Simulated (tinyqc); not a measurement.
Substrate current against gate voltage: lateral field, substrate current, probability of reaching the oxide barrier and hot-carrier lifetime of a silicon transistor (pseudo-two-dimensional and lucky-electron models). Computed by tinyqc, a small Python program. Command: `OMP_NUM_THREADS=1 python tinyqc.py 3027038 3027039 out.jsonl hotcar walk`. One thread of a shared host (Intel(R) Xeon(R) Processor @ 2.30GHz), about 0.01 s of CPU time with the checks.

Local-field models: a lucky carrier gains its energy at the peak field over a path free of collisions. Voltages are magnitudes.

Inputs (values chosen for the exercise, modelled on a silicon n-channel):
```
quantity                             value                      unit
channel length L                       430                        nm
oxide thickness t                      7.6                        nm
junction depth x_j                     140                        nm
mobility mu                            320                cm^2/(V s)
saturation velocity v_s               0.89                  1e7 cm/s
threshold voltage V_T                 0.58                         V
drain voltage V_D                      2.7                         V
ionisation prefactor A_i           2.2e+06                      1/cm
ionisation field B_i                  1.66                     MV/cm
hot-carrier mean free path lambda      7.1                        nm
oxide barrier phi_b                    3.1                        eV
interface-trap threshold phi_it        3.6                        eV
lifetime constant H                     20  s microampere/micrometre
```

Drain: abrupt.

Constants: eps_0 = 8.8541878128e-12 F/m.

Method:
- C_ox = 3.9 eps_0/t; F_sat = 2 v_s/mu; V_Dsat = V_ov F_sat L/(V_ov + F_sat L), V_ov = V_G - V_T; I_D/W = C_ox v_s (V_ov - V_Dsat).
- Scale length l = 0.22 t^(1/3) x_j^(1/2) (all in cm); F_m = sqrt(((V_D - V_Dsat)/l_e)^2 + F_sat^2), with l_e = l; length of the velocity-saturated region l_e ln((V_D - V_Dsat)/(l_e F_sat) + F_m/F_sat).
- Substrate current I_sub/I_D = (A_i/B_i)(V_D - V_Dsat) exp(-B_i/F_m); probability of reaching the oxide barrier exp(-phi_b/(e lambda F_m)); lifetime tau = (H/(I_D/W)) exp(phi_it/(e lambda F_m)).

At the given drain voltage:
```
V_G (V)  V_Dsat (V)  I_D/W (microampere/micrometre)  F_m (kV/cm)  I_sub/W (microampere/micrometre)     tau (s)
0.70         0.1143                            2.32       348.68                           0.06799  1.7837e+07
0.82         0.2181                            8.85       335.04                           0.20524  8.4460e+06
1.00         0.3573                           25.37       316.79                           0.41742  7.0467e+06
1.20         0.4924                           51.61       299.10                           0.58698  8.9259e+06
1.50         0.6644                          103.35       276.62                           0.69044  1.7669e+07
1.90         0.8506                          189.82       252.40                           0.64772  5.5872e+07
2.30         1.0005                          290.94       232.97                           0.52717  1.9465e+08
2.60         1.0951                          374.00       220.76                           0.43151  5.0461e+08
3.00         1.2029                          492.16       206.91                           0.32015  1.7851e+09
```

What follows from these numbers?

I_sub peaks at V_G = 1.5 V, 0.56 V_D: a higher gate voltage brings more carriers but raises V_Dsat and so lowers F_m. The shortest lifetime among the rows lies at V_G = 1 V, below that of the largest I_sub, since tau depends more steeply on the field.

Extremes, crossings and ranges named in words are read from the listed rows.
